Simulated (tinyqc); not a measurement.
Inside a calculation. Model: reverse leakage of an n+-p junction: diffusion, generation, trap-assisted and band-to-band tunnelling.

Program tinyqc, `OMP_NUM_THREADS=1 python tinyqc.py 2290068 2290069 out.jsonl`; Intel Xeon 2.30GHz, shared host, one thread, about 0.01 s. Printed values are rounded; ~0 in a residual or rate marks an entry under 1e-11 of the largest of its column.

One-sided abrupt junction in the depletion approximation, x from the junction (0) to W on the p side, field F = F0 (1 - x/W). Flat quasi-Fermi levels, long p side. Traps generate through SRH with both lifetimes shortened by 1 + Gamma (Hurkx enhancement, form for moderate fields); band-to-band generation is local and needs a total bending above Eg.

Parameters, values chosen for the exercise; band and dielectric values close to those of silicon: temperature T = 400 K; band gap Eg = 1.13 eV; relative permittivity eps_r = 11.9; conduction-band density of states at T Nc = 4.23e19 cm^-3; valence-band density of states at T Nv = 4.08e19 cm^-3; acceptor density of the lighter side Na = 4.3e16 cm^-3; donor density of the heavier side Nd = 1e19 cm^-3; SRH lifetime of both carriers at zero field tau = 8e-7 s; trap level above the intrinsic level Et = 0 eV; tunnelling mass mt = 0.23 m0; electron diffusion coefficient on the lighter side Dn = 15 cm^2/s; band-to-band prefactor Ab = 7e14 cm^-0.5 V^-2.5 s^-1; band-to-band field constant Bb = 1.95e7 V/cm; reverse bias VR = 1.4 V.

Constants: q = 1.602176634e-19 C, kB = 1.380649e-23 J/K, hbar = 1.054571817e-34 J s, m0 = 9.1093837015e-31 kg, Vt = kB T/q, eps0 = 8.8541878128e-14 F/cm where lengths are in cm. Results are converted to the units shown.

## Field, scales and diffusion current

ni = sqrt(Nc Nv) exp(-Eg/(2 Vt)), Eg in volts; Vbi = Vt ln(Na Nd/ni^2); W = sqrt(2 eps0 eps_r (Vbi + VR)/(q Na)); F0 = 2 (Vbi + VR)/W; FG = sqrt(24 mt m0 (kB T)^3)/(q hbar); J_diff = q ni^2 sqrt(Dn/tau)(1 - exp(-VR/Vt))/Na.

ni = 3.16092e12 cm^-3
Vbi = 0.843993 V
W = 261.990 nm
F0 = 171.304 kV/cm
FG = 544.681 kV/cm
J_diff = 1.61202e-7 A/cm^2

## Generation rates across the layer

u = (Vbi + VR)(1 - x/W)^2, p = Na exp(-u/Vt), n = Nd exp((u - Vbi - VR)/Vt); G0 = ni^2 (1 - exp(-VR/Vt))/(tau (n + p + 2 ni cosh(Et/Vt))); Gamma = 2 sqrt(3 pi)(F/FG) exp((F/FG)^2); trap-assisted part G0 Gamma; G_bb = Ab F^2.5 exp(-Bb/F) with F in V/cm, zero unless Vbi + VR > Eg. 15 equal steps.

| point | x (nm) | F (kV/cm) | Gamma | G0 (cm^-3 s^-1) | G0 Gamma (cm^-3 s^-1) | G_bb (cm^-3 s^-1) |
|---|---|---|---|---|---|---|
| 0 | 0.000 | 171.304 | 2.13181 | 1.24893e12 | 2.66247e12 | 3.10865e-22 |
| 1 | 17.466 | 159.884 | 1.96448 | 5.48799e15 | 1.07810e16 | 7.69935e-26 |
| 2 | 34.932 | 148.463 | 1.80264 | 1.72492e18 | 3.10941e18 | 5.38913e-30 |
| 3 | 52.398 | 137.043 | 1.64578 | 1.97537e18 | 3.25103e18 | ~0 |
| 4 | 69.864 | 125.623 | 1.49346 | 1.97558e18 | 2.95044e18 | ~0 |
| 5 | 87.330 | 114.203 | 1.34521 | 1.97558e18 | 2.65757e18 | ~0 |
| 6 | 104.796 | 102.782 | 1.20062 | 1.97557e18 | 2.37192e18 | ~0 |
| 7 | 122.262 | 91.362 | 1.05927 | 1.97545e18 | 2.09255e18 | ~0 |
| 8 | 139.728 | 79.942 | 0.920772 | 1.96626e18 | 1.81048e18 | ~0 |
| 9 | 157.194 | 68.522 | 0.784736 | 1.64129e18 | 1.28798e18 | ~0 |
| 10 | 174.660 | 57.101 | 0.650792 | 3.34218e17 | 2.17506e17 | ~0 |
| 11 | 192.126 | 45.681 | 0.518578 | 2.93160e16 | 1.52026e16 | ~0 |
| 12 | 209.592 | 34.261 | 0.387738 | 3.91858e15 | 1.51938e15 | ~0 |
| 13 | 227.058 | 22.841 | 0.257925 | 9.23630e14 | 2.38227e14 | 0 |
| 14 | 244.524 | 11.420 | 0.128792 | 3.87830e14 | 4.99496e13 | 0 |
| 15 | 261.990 | 0.000 | 0 | 2.90406e14 | 0 | 0 |

## Current components

Each current is q times the trapezoid sum of its rate; J adds J_diff; J_bb under 1e-8 of the sum is given as 0.

J_SRH = 4.36108e-6 A/cm^2
J_TAT = 5.53422e-6 A/cm^2
J_bb = 0 A/cm^2
J = 1.00565e-5 A/cm^2

A fine grid gives J = 9.858e-6 A/cm^2; the coarse sum is 2.0 % above it. On the fine grid the largest part is trap-assisted tunnelling (54.8 %). The simple estimate q ni W/(2 tau cosh(Et/Vt)) is 93 % above the fine-grid J_SRH of 4.290e-6 A/cm^2, since near both edges n or p is large enough to quench generation.
